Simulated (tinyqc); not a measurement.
Rigid-ion and shell models of the dielectric response of an ionic crystal: one step, computed by the program tinyqc.

Charges +Z and -Z; 6 nearest neighbours, Madelung constant M = 1.747565, volume per ion pair Omega = 2.000000 d^3. Energy per pair U = -M Z^2 e2/d + 6 A exp(-d/rho), e2 = e^2/(4 pi eps_0). In the shell model the anion is a core of charge Y - Z and a massless shell of charge -Y, joined by the spring k; the repulsion acts on the shell. Each ion feels the Lorentz field E + (4 pi/3) P (Gaussian units).

Question. Rigid ions. With C = 4 pi Z^2 e2/(3 Omega): mu lambda_TO = R - C, mu lambda_LO = R + 2 C; eps_inf = 1 and eps_s = lambda_LO/lambda_TO. lambda in eV/(angstrom^2 u) gives the wavenumber 15.6333042 x 33.35640952 x sqrt(lambda); mu is the reduced mass.

Inputs (values chosen for the exercise, for a model crystal): ionic charge Z = 1 e; cation mass = 61.9 u; anion mass = 16 u.

Structure: rock salt.

volume Omega = 60.16046 angstrom^3

repulsive spring R = 1.575546 eV/angstrom^2

Constants: e^2/(4 pi eps_0) = 14.39964548 eV angstrom; nu for 1 eV/(angstrom^2 u) = 15.6333042 THz; 1 THz = 33.35640952 1/cm.

Give: Coulomb spring C; omega_TO, rigid ions; omega_LO, rigid ions; eps_s, rigid ions.

Answer.

Coulomb spring C = 1.003 eV/angstrom^2

omega_TO, rigid ions = 110.7 1/cm

omega_LO, rigid ions = 276.7 1/cm

eps_s, rigid ions = 6.250
